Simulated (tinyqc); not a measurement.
Inversion-layer mobility, back-scattering and ballistic limit of a field-effect transistor: one step, computed by the program tinyqc. Command: `OMP_NUM_THREADS=1 python tinyqc.py 3031941 3031942 out.jsonl mos walk`. One thread of a shared host (Intel(R) Xeon(R) Processor @ 2.30GHz), about 0.01 s of CPU time with the checks.

The charge at the top of the source barrier is fixed by the gate; series resistance and short-channel effects are left out. F_j are Fermi integrals normalised to exp(eta) in the classical limit.

Question. Ballistic limit. F_j(eta) = (1/Gamma(j + 1)) int_0^infinity x^j/(1 + exp(x - eta)) dx, F_0 = ln(1 + exp(eta)). Integrals over x = E/(k_B T) use 160 Gauss-Legendre points in u = sqrt(x) from 0 to sqrt(max(eta, 0) + 32). Ballistic channel: N_2D = g_v m k_B T/(pi hbar^2), U = e V_D/(k_B T); eta_F solves N_inv = (N_2D/2)[F_0(eta_F) + F_0(eta_F - U)]; v_T = sqrt(2 k_B T/(pi m)); I/W = e (N_2D/2) v_T [F_1/2(eta_F) - F_1/2(eta_F - U)]; injection velocity v_T F_1/2(eta_F)/F_0(eta_F).

Inputs (values chosen for the exercise, modelled on a 4H-SiC n-channel):

| quantity | value | unit |
|---|---|---|
| transport mass m | 0.29 | m_0 |
| valley degeneracy g_v | 3 | - |
| drain voltage V_D | 0.6 | V |
| temperature T | 200 | K |

Statistics at the top of the barrier: Fermi-Dirac.

inversion density N_inv = 1.593030e+12 1/cm^2

Constants: m_0 = 9.1093837015e-31 kg; k_B = 1.380649e-23 J/K; hbar = 1.054571817e-34 J s; k_B = 8.617333262e-05 eV/K; e = 1.602176634e-19 C.

Give: N_2D; eta_F; thermal velocity v_T; injection velocity; ballistic current I/W.

Answer.

N_2D = 6.264e+12 1/cm^2

eta_F = -0.4109

thermal velocity v_T = 0.8157 1e7 cm/s

injection velocity = 0.8776 1e7 cm/s

ballistic current I/W = 224.0 microampere/micrometre

Degeneracy raises the injection velocity by a factor 1.08.
